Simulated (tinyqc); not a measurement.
From results back to parameters: delta-doped layer in the Thomas-Fermi potential. Two cases, with inputs chosen for the exercise.

Problem. The depth of the well was computed from a hidden sheet density.

All donors ionised in the plane z = 0, zero temperature, energies from the Fermi level EF of the Thomas-Fermi model, which lies at the bulk band edge; c = hbar^2/2m0, q = e^2/(4 pi eps0). Layer in a (001) plane: two valleys with m_z = ml, m_d = mt (unprimed) and four with m_z = mt, m_d = sqrt(ml mt) (primed); m3 = (ml mt^2)^(1/3), gv = 6. With n = (gv/3 pi^2)(m3 (-V)/c)^(3/2) and V'' = -(4 pi q/eps) n for z > 0, the solution is V = -b/(|z| + z0)^4 with sqrt(b) = 20/K, K = (4 pi q/eps)(gv/3 pi^2)(m3/c)^(3/2), and z0^5 = 4b/(e F0), e F0 = 2 pi q N/eps; 1e13/cm^2 = 1e-3/angstrom^2. Exchange and correlation are left out.

Constants: hbar^2/2m0 = 3.80998211 eV angstrom^2; e^2/(4 pi eps0) = 14.39964547 eV angstrom.

Case 1.

Values chosen (out of a larger set: near those of a delta-doped layer in Si; not measured data): ml = 0.903 m0 (longitudinal mass); mt = 0.193 m0 (transverse mass); eps = 11.6 (dielectric constant).

depth = 0.740663 eV

Case 2.

Values chosen (out of a larger set: near those of a delta-doped layer in Si; not measured data): ml = 0.909 m0 (longitudinal mass); mt = 0.191 m0 (transverse mass); eps = 11.6 (dielectric constant).

depth = 0.259178 eV

Find: b; z0; N.

Solution. b does not depend on N; z0 = (b/depth)^(1/4), e F0 = 4b/z0^5 and N = eps e F0/(2 pi q).

Case 1.

b = 6.582e+04 eV angstrom^4
z0 = 17.27 angstrom
N = 22.0 x 1e13/cm^2

Case 2.

b = 6.676e+04 eV angstrom^4
z0 = 22.53 angstrom
N = 5.90 x 1e13/cm^2

Computed by tinyqc, one run a case: `OMP_NUM_THREADS=1 python tinyqc.py N N+1 out.jsonl` with N = 1281342, 1281368; one thread of a shared Intel(R) Xeon(R) Processor @ 2.30GHz, about 0.2 s a run at most.
